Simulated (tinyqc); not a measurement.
G0W0 on RHF in the 6-31g basis, for H3+, spin multiplicity 1, step by step. One step of it, computed by the program tinyqc.

Problem. Iteration 6 (converged): orbitals. Diagonalise F' = X^T F X, C = X C', fill 1 alpha and 1 beta electrons from the bottom; D = 2 C_occ C_occ^T. Each column has its largest component positive (the first on a tie).

converged F (hartree), lower triangle:
```
           1H 1s      1H 2s      2H 1s      2H 2s      3H 1s      3H 2s
1H 1s  -0.321170
1H 2s  -0.682046  -0.698075
2H 1s  -0.419270  -0.520558  -0.295338
2H 2s  -0.531204  -0.632066  -0.650997  -0.665786
3H 1s  -0.357569  -0.474849  -0.289670  -0.431375  -0.276059
3H 2s  -0.494680  -0.604146  -0.440792  -0.568696  -0.625880  -0.642268
```

X:
```
               1          2          3          4          5         6
1H 1s  -0.795080   0.178929   0.751163   0.752330  -0.157345  0.191956
1H 2s   1.780134  -0.338963  -0.538815   0.314927  -0.069280  0.275245
2H 1s   0.545196   0.624923   0.776508  -0.531068  -0.491986  0.182286
2H 2s  -1.252276  -1.151564  -0.533517  -0.252978  -0.253642  0.266098
3H 1s   0.231772  -0.818124   0.785442  -0.222088   0.652404  0.172685
3H 2s  -0.556529   1.522835  -0.508322  -0.110980   0.363655  0.257903
```

Give: F' = X^T F X; orbital energies; coefficients C; D after iteration 6.

Solution.

F' = X^T F X (hartree), lower triangle:
```
        1       2       3       4       5       6
1   0.485
2   0.004   0.503
3   0.006  -0.009   0.587
4  -0.386  -0.006  -0.014  -0.005
5   0.003  -0.309   0.006  -0.001  -0.173
6   0.006  -0.005  -0.166  -0.013   0.009  -0.973
```

orbital energies (hartree): MO1 -0.991, MO2 -0.293, MO3 -0.218, MO4 0.599, MO5 0.627, MO6 0.699

coefficients C:
```
         MO1     MO2     MO3     MO4     MO5     MO6
1H 1s  0.283  -0.075   0.281   0.870  -0.076  -0.963
1H 2s  0.221  -0.191   1.124  -0.806  -0.052   1.324
2H 1s  0.261  -0.236  -0.196   0.900   0.399   0.846
2H 2s  0.207  -0.645  -0.837  -0.772  -0.680  -1.078
3H 1s  0.242   0.311  -0.082   0.272  -1.221   0.342
3H 2s  0.201   0.896  -0.369   0.071   1.393  -0.416
```

D after iteration 6, lower triangle:
```
       1H 1s  1H 2s  2H 1s  2H 2s  3H 1s  3H 2s
1H 1s  0.161
1H 2s  0.125  0.097
2H 1s  0.148  0.115  0.136
2H 2s  0.117  0.091  0.108  0.085
3H 1s  0.137  0.107  0.126  0.100  0.117
3H 2s  0.114  0.089  0.105  0.083  0.097  0.081
```
